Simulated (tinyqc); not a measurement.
Inversion layer as a triangular well, valleys of the Si type, step by step. Values are carried at full precision from step to step, so a last printed digit may differ when a step is redone from the rounded ones.

Six ellipsoidal valleys with their long axes along the cube axes, mass ml along the axis and mt across it. For a valley whose axis makes the angle theta with the surface normal, 1/m_z = cos^2(theta)/ml + sin^2(theta)/mt sets the confinement; in the plane the masses are m_1 = mt and m_2 = ml mt/m_z, and m_d = sqrt(m_1 m_2).

Constants: e^2/(4 pi eps0) = 14.39964547 eV angstrom; hbar^2/2m0 = 3.80998211 eV angstrom^2; kB = 8.617333262e-05 eV/K.

Parameters, chosen for this exercise (near those of Si; the results hold for these values, not for the real material):

| symbol | value | unit | meaning |
|---|---|---|---|
| ml | 0.9 | m0 | longitudinal mass |
| mt | 0.191 | m0 | transverse mass |
| face | 111 |  | surface |
| eps | 11.9 |  | dielectric constant |
| Ns | 9.4 | x 1e12/cm^2 | electron sheet density |
| Nd | 1.5 | x 1e12/cm^2 | depletion charge |
| eta | 0.75 |  | share of Ns in the effective field |
| T | 300 | K | temperature |
| tox | 29 | angstrom | SiO2-equivalent oxide thickness |

## Valley masses on the (111) face

Group the valleys by their angle to the normal, heaviest m_z first.

Valleys (masses in m0):

| valleys g | cos^2(theta) | m_z | m_1 | m_2 | m_d |
|---|---|---|---|---|---|
| 6 | 0.3333 | 0.2590 | 0.1910 | 0.6637 | 0.3560 |

All valleys are equivalent on this face.

## Effective field

The field is taken as constant, e F = 4 pi (e^2/4 pi eps0)(Nd + eta Ns)/eps, with 1e12/cm^2 = 1e-4/angstrom^2, and the oxide as a hard wall at z = 0; c = hbar^2/2m0.

Find e F, and F in MV/cm (1 MV/cm = 0.01 V/angstrom).

e F = 0.0130011 eV/angstrom
F = 1.3001 MV/cm

## Subband ladders

Level j of a valley lies at E_j = a_j (c (e F)^2/m_z)^(1/3) above the band edge at the surface, with the Airy zeros a_j = 2.338107, 4.087949, 5.520560, 6.786708, 7.944134, 9.022651, 10.040174, 11.008524, 11.936016, 12.828777, and has <z> = 2 E_j/(3 e F).

The ten lowest levels of all groups of valleys together, j = 0, 1, ..., c = hbar^2/2m0; primes mark the groups with lighter m_z.

Subbands:

| label | valleys g | m_d (m0) | E (eV) | <z> (angstrom) |
|---|---|---|---|---|
| 0 | 6 | 0.3560 | 0.3168 | 16.24 |
| 1 | 6 | 0.3560 | 0.5538 | 28.40 |
| 2 | 6 | 0.3560 | 0.7479 | 38.35 |
| 3 | 6 | 0.3560 | 0.9194 | 47.15 |
| 4 | 6 | 0.3560 | 1.0762 | 55.19 |
| 5 | 6 | 0.3560 | 1.2223 | 62.68 |
| 6 | 6 | 0.3560 | 1.3602 | 69.75 |
| 7 | 6 | 0.3560 | 1.4914 | 76.47 |
| 8 | 6 | 0.3560 | 1.6170 | 82.92 |
| 9 | 6 | 0.3560 | 1.7380 | 89.12 |

The second subband is 1, 237.1 meV above the first. Levels above about 0.5 eV lie beyond parabolic valleys.

## Fermi level and populations

Subband i holds n_i = g m_d/(2 pi c) kB T ln(1 + exp((EF - E_i)/kB T)) (spin included), and EF is fixed by sum n_i = Ns over the levels listed or, where none are listed, over j = 0 to 9 of each group; 1e12/cm^2 = 1e-4/angstrom^2.

Solve for EF; c = hbar^2/2m0. The mean distance is sum n_i <z>_i/Ns.

EF = 0.2990 eV

Populations:

| label | (EF - E)/kB T | n (1e12/cm^2) | share (%) |
|---|---|---|---|
| 0 | -0.69 | 9.399 | 100.0 |
| 1 | -9.86 | 0.001 | 0.0 |
| 2 | -17.36 | 0.000 | 0.0 |
| 3 | -24.00 | 0.000 | 0.0 |
| 4 | -30.06 | 0.000 | 0.0 |
| 5 | -35.72 | 0.000 | 0.0 |
| 6 | -41.05 | 0.000 | 0.0 |
| 7 | -46.12 | 0.000 | 0.0 |
| 8 | -50.98 | 0.000 | 0.0 |
| 9 | -55.66 | 0.000 | 0.0 |

mean distance from the surface = 16.24 angstrom

The lowest subband holds 100.0 % of the electrons and is partly degenerate (EF within a few kB T of its edge).

## Effect on the gate capacitance

The charge sits at the mean distance <z> from the surface, which adds (3.9/eps) <z> to the oxide thickness; C/Cox = tox/(tox + 3.9 <z>/eps). The density-of-states term is left out.

added thickness = 5.32 angstrom
C/Cox = 0.845

## Checks

- Lowest level by finite differences against the Airy formula, eV: 0.3167 against 0.3168.

Run: tinyqc, `OMP_NUM_THREADS=1 python tinyqc.py 1250354 1250355 out.jsonl`; Intel(R) Xeon(R) Processor @ 2.30GHz, one thread, shared host; about 0.02 s of CPU time with all checks.
